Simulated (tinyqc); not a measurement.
MOSFET in the linear regime without short-channel effects, parameter extraction from computed curves: extraction methods against the second mobility attenuation factor.

Inversion charge Q = Cox n Vt W0(exp((Vg - VT)/(n Vt))), W0 the Lambert function and n = nf; u = Q/Cox; mobility mu = mu0/(1 + th1 u + th2 u^2); channel resistance Rch = (L - dL)/(W mu Q); Id = Vd/(Rch + Rsd/W). Cox = eps0 eox/tox. Small Vd, no channel-length or drain effects.

From the continuous curve Id(Vg): tangent at peak gm (V_ext = Vg - Id/gm); constant current Id = 0.1 uA W/L; peak of d2Id/dVg2; Y = Id/sqrt(gm) drawn through Vg = VT + 0.6 and VT + 0.8 V, with intercept VT_Y and slope s. Mobilities gm,max L/(W Cox Vd) and s^2 L/(W Cox Vd) with the drawn L. Last column: share of Rsd/W in the total resistance at VT + 0.8 V.

Parameters, values chosen for the exercise; channel values of the order met in silicon transistors: temperature T = 200 K; relative permittivity of the gate insulator (close to silicon dioxide) eox = 3.9; insulator thickness tox = 1.1 nm; low-field mobility mu0 = 110 cm^2/(V s); first mobility attenuation factor th1 = 0.25 1/V; threshold voltage VT = 0.38 V; body factor nf = 1.45; gate width W = 0.5 um; drawn gate length L = 0.1 um; drawn less effective length dL = 0.019 um; source plus drain resistance Rsd = 120 ohm um; drain voltage Vd = 0.02 V.

Constants: q = 1.602176634e-19 C, kB = 1.380649e-23 J/K, Vt = kB T/q, eps0 = 8.8541878128e-14 F/cm where lengths are in cm. Results are converted to the units shown.

Results:

| th2 (1/V^2) | V_ext (V) | constant current (V) | second derivative (V) | VT_Y (V) | mobility from gm (cm^2/(V s)) | mobility from Y (cm^2/(V s)) | series share (%) |
|---|---|---|---|---|---|---|---|
| 0 | 0.381 | 0.373 | 0.372 | 0.422 | 94.4 | 125 | 23.7 |
| 0.12 | 0.380 | 0.373 | 0.372 | 0.452 | 93.9 | 145 | 22.8 |
| 0.18 | 0.380 | 0.373 | 0.372 | 0.467 | 93.7 | 156 | 22.4 |
| 0.24 | 0.380 | 0.373 | 0.372 | 0.483 | 93.5 | 169 | 22.0 |
| 0.3 | 0.380 | 0.373 | 0.372 | 0.498 | 93.3 | 183 | 21.6 |
| 0.36 | 0.380 | 0.373 | 0.372 | 0.513 | 93.1 | 199 | 21.2 |

Estimate the missing row, th2 = 0.06 1/V^2.

Computed row:

| th2 (1/V^2) | V_ext (V) | constant current (V) | second derivative (V) | VT_Y (V) | mobility from gm (cm^2/(V s)) | mobility from Y (cm^2/(V s)) | series share (%) |
|---|---|---|---|---|---|---|---|
| 0.06 | 0.381 | 0.373 | 0.372 | 0.437 | 94.1 | 135 | 23.2 |

With this row back in the table: The model has VT = 0.38 V and mu0 = 110 cm^2/(V s). Over the table the extracted thresholds move by 1.5 mV (tangent), under 0.5 mV (constant current), 0.50 mV (second derivative), 91 mV (Y function). The mobility from gm falls from 94.4 to 93.1 and that from Y rises from 125 to 199 cm^2/(V s).

tinyqc, about 0.02 s, one thread, Intel Xeon 2.30GHz (shared host): `OMP_NUM_THREADS=1 python tinyqc.py 2210105 2210106 out.jsonl`
